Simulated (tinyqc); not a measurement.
Image-sensor pixel with a pinned photodiode, signal and noise: effect of the temperature.

A buried n layer between a heavily doped p+ surface layer and a p layer is emptied into a floating diffusion, read through a source follower with correlated double sampling (reset noise cancelled). One-dimensional abrupt junctions; no blooming, lag or crosstalk.

Nc and Nv are given at 300 K and scale as (T/300 K)^1.5; all else is fixed. With k = 1 + Nn/Np, the two depletion regions meet at depth x = a sqrt(k)/(1 + sqrt(k)) from the p+ side; pinning voltage Vp = q Nn x^2/(2 eps0 eps_r) - Vb. Electrons in the diode at zero bias: Nn A [a - x0 (1 + 1/sqrt(k))], x0 = sqrt(2 eps0 eps_r Vb/(q Nn)). Floating-diffusion limit Cf dV/q; full well FW is the smaller of the two; conversion gain CG = q As/Cf; read noise in electrons vn/CG. QE = (1 - Rf)[exp(-al x1) - exp(-al x2)]. ni = sqrt(Nc Nv) exp(-Eg/(2 Vt)), Eg in volts; dark rates ni Wd A/tg (generation) and Jd ni^2 A (diffusion). Signal S = QE Ph; variance = S + dark rate x ti + (vn/CG)^2 + (pr S)^2; SNR = 20 log10(S/noise); dynamic range 20 log10(FW/noise at S = 0).

Inputs (values chosen for the exercise); material values close to those of silicon:
- Eg = 1.12 eV (band gap)
- eps_r = 11.6 (relative permittivity of the semiconductor)
- Nc = 2.83e19 cm^-3 (conduction-band density of states at the reference temperature)
- Nv = 2.65e19 cm^-3 (valence-band density of states at the reference temperature)
- A = 4.7 um^2 (photodiode area)
- Nn = 9.3e16 cm^-3 (doping of the buried n layer)
- a = 210 nm (thickness of that layer)
- Np = 3e15 cm^-3 (doping of the p layer below)
- Vb = 0.8 V (built-in voltage)
- Cf = 2.9 fF (floating-diffusion capacitance)
- dV = 0.9 V (usable swing of the floating diffusion)
- As = 0.87 (source-follower gain)
- vn = 190 uV (read noise at the output)
- al = 0.0171 1/um (absorption coefficient (light near 940 nm))
- Rf = 0.1 (optical loss before the silicon)
- x1 = 0.1 um (dead layer)
- x2 = 6 um (depth of collection)
- tg = 0.011 s (generation lifetime)
- Wd = 1.4 um (depleted depth)
- Jd = 5.3e6 x 1e-20 cm^4/s (diffusion dark flux per ni^2)
- pr = 0.4 % (gain non-uniformity)
- ti = 10 ms (exposure)
- Ph = 3600 (photons on the photodiode per exposure)

Constants: q = 1.602176634e-19 C, kB = 1.380649e-23 J/K, Vt = kB T/q, eps0 = 8.8541878128e-14 F/cm where lengths are in cm. Results are converted to the units shown.

The same in every row: Vp (V) = 1.510; FW (electrons) = 1.629e4; read noise (electrons) = 3.953; QE = 0.08622.

Effect of the temperature:
```
T (K)  dark rate (electrons/s)  SNR (dB)  dynamic range (dB)
253                    0.08879     24.69               72.30
268                     0.4085     24.69               72.30
283                      1.616     24.69               72.30
298                      5.696     24.68               72.28
313                      18.76     24.68               72.25
328                      61.65     24.68               72.13
343                      216.0     24.66               71.74
358                      822.3     24.58               70.46
```

What does the table show?

As T goes from 253 to 358 K, the SNR stays near 24.7 dB and the dynamic range falls from 72.3 to 70.5 dB. The dark rate rises from 0.0888 to 822 electrons/s; it doubles every 6.8 K between the first two rows and every 7.8 K between the last two.

Numbers from tinyqc (`OMP_NUM_THREADS=1 python tinyqc.py 2630028 2630029 out.jsonl`; about 0.01 s on one thread of a shared Intel Xeon 2.30GHz).
